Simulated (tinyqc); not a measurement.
Franz-Keldysh effect at a direct gap: one step. Electro-optic energy and length. Five cases, with inputs chosen for the exercise.

Task: For each hole band give mr, th and the length th/(e Fd).

Parabolic bands, vertical transitions, no excitons. For each hole band j: mr = me mj/(me + mj); joint density of states J_j(E) = (mr/c)^(3/2) sqrt(E - Eg)/(2 pi^2), both spins, c = hbar^2/2m0; averaged matrix element |e.p|^2 = m0 Ep/6; alpha_j(E) = 4 pi^2 alpha_f c Ep J_j/(3 nr E) in 1/angstrom (alpha_f the fine-structure constant, listed as alpha among the constants), times 1e8 for 1/cm.

In a field Fd (1 kV/cm = 1e-5 V/angstrom) the electro-optic energy of band j is th = (c (e Fd)^2/mr)^(1/3), and sqrt(E - Eg) in J_j is replaced by pi sqrt(th) [Ai'(b)^2 - b Ai(b)^2] with b = (Eg - E)/th; Ai is the Airy function.

Constants: hbar^2/2m0 = 3.80998211 eV angstrom^2; fine-structure constant alpha = 0.007297352564.

Give: Scales.

Case 1.

Values chosen (near those of InP; not measured data):
- Eg = 1.316 eV (direct gap)
- me = 0.0811 m0 (electron mass)
- mhh = 0.627 m0 (heavy-hole mass)
- mlh = 0.089 m0 (light-hole mass)
- Ep = 21.3 eV (Kane energy)
- nr = 3.4 (refractive index)
- Fd = 99 kV/cm (uniform field)

Result:

Scales:
```
hole   mr (m0)  th (meV)  length (angstrom)
heavy  0.07181    37.325               37.7
light  0.04243    44.480               44.9
```

The light-hole pair has th larger by a factor 1.192, the cube root of the ratio of reduced masses.

Case 2.

Values chosen (near those of InGaAs; not measured data):
- Eg = 0.738 eV (direct gap)
- me = 0.0404 m0 (electron mass)
- mhh = 0.44 m0 (heavy-hole mass)
- mlh = 0.0519 m0 (light-hole mass)
- Ep = 22.3 eV (Kane energy)
- nr = 3.49 (refractive index)
- Fd = 150 kV/cm (uniform field)

Result:

Scales:
```
hole   mr (m0)  th (meV)  length (angstrom)
heavy  0.03700    61.417               40.9
light  0.02272    72.264               48.2
```

The light-hole pair has th larger by a factor 1.177, the cube root of the ratio of reduced masses.

Case 3.

Values chosen (near those of GaAs; not measured data):
- Eg = 1.385 eV (direct gap)
- me = 0.069 m0 (electron mass)
- mhh = 0.524 m0 (heavy-hole mass)
- mlh = 0.0782 m0 (light-hole mass)
- Ep = 26.2 eV (Kane energy)
- nr = 3.55 (refractive index)
- Fd = 230 kV/cm (uniform field)

Result:

Scales:
```
hole   mr (m0)  th (meV)  length (angstrom)
heavy  0.06097    69.143               30.1
light  0.03666    81.924               35.6
```

The light-hole pair has th larger by a factor 1.185, the cube root of the ratio of reduced masses.

Case 4.

Values chosen (near those of GaAs; not measured data):
- Eg = 1.395 eV (direct gap)
- me = 0.0652 m0 (electron mass)
- mhh = 0.5 m0 (heavy-hole mass)
- mlh = 0.0823 m0 (light-hole mass)
- Ep = 26.5 eV (Kane energy)
- nr = 3.63 (refractive index)
- Fd = 140 kV/cm (uniform field)

Result:

Scales:
```
hole   mr (m0)  th (meV)  length (angstrom)
heavy  0.05768    50.589               36.1
light  0.03638    58.989               42.1
```

The light-hole pair has th larger by a factor 1.166, the cube root of the ratio of reduced masses.

Case 5.

Values chosen (near those of InP; not measured data):
- Eg = 1.379 eV (direct gap)
- me = 0.0811 m0 (electron mass)
- mhh = 0.613 m0 (heavy-hole mass)
- mlh = 0.086 m0 (light-hole mass)
- Ep = 20.4 eV (Kane energy)
- nr = 3.33 (refractive index)
- Fd = 190 kV/cm (uniform field)

Result:

Scales:
```
hole   mr (m0)  th (meV)  length (angstrom)
heavy  0.07162    57.693               30.4
light  0.04174    69.071               36.4
```

The light-hole pair has th larger by a factor 1.197, the cube root of the ratio of reduced masses.

Computed by tinyqc, one run a case: `OMP_NUM_THREADS=1 python tinyqc.py N N+1 out.jsonl` with N = 1681228, 1681404, 1681714, 1681763, 1681780; one thread of a shared Intel(R) Xeon(R) Processor @ 2.30GHz, about 0.01 s a run at most.
